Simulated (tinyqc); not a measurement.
Read current of a NAND string, cells in series solved by shooting: one step of the calculation.

Cells in series, numbered from 0 at the source line (0 V) to the bit line, each followed by a gap resistance Rg. A cell with gate Vg, threshold VT, source Vs and drain Vd passes I = 2 nf K Vt^2 [F(Vs) - F(Vd)]/(1 + th max(Vg - VT, 0)), F(V) = ln^2(1 + exp((Vg - VT - nf V)/(2 nf Vt))). The selected cell has Vg = Vr, the others Vg = Vp.

Task. Node voltages for a trial current. For a trial current I start at 0 V and, cell by cell (the selected one is cell 2), solve for the drain: sqrt(F(Vd)) = sqrt(F(Vs) - I/k), k = 2 nf K Vt^2/(1 + th max(Vg - VT, 0)), Vd = [Vg - VT - 2 nf Vt ln(exp(sqrt F) - 1)]/nf, then add I Rg.

Inputs (values chosen for the exercise); values of the order met in vertical NAND strings:
- T = 300 K (temperature)
- K = 27 uA/V^2 (gain factor of a cell)
- nf = 2.4 (slope factor)
- th = 0.06 1/V (mobility reduction factor)
- Rg = 2 kohm (resistance of the gap between cells)
- Vbl = 0.3 V (bit-line voltage)
- Vp = 6.4 V (pass voltage)
- Vr = 2.59 V (read voltage on the selected word line)

Constants: q = 1.602176634e-19 C, kB = 1.380649e-23 J/K, Vt = kB T/q. Results are converted to the units shown.

second trial current = 4.6 uA
thresholds from the source end, cell 0 to 3 (V): -2.3  -2.3  0.9  -2.3

Wanted: node voltage after each cell and gap, trial 2.

Result.

node voltage after each cell and gap, trial 2, cell 0 to 3 (V): 0.039129  0.078586  0.22862  0.26979

Numbers from tinyqc (`OMP_NUM_THREADS=1 python tinyqc.py 2142031 2142032 out.jsonl`; about 0.5 s on one thread of a shared Intel Xeon 2.30GHz).
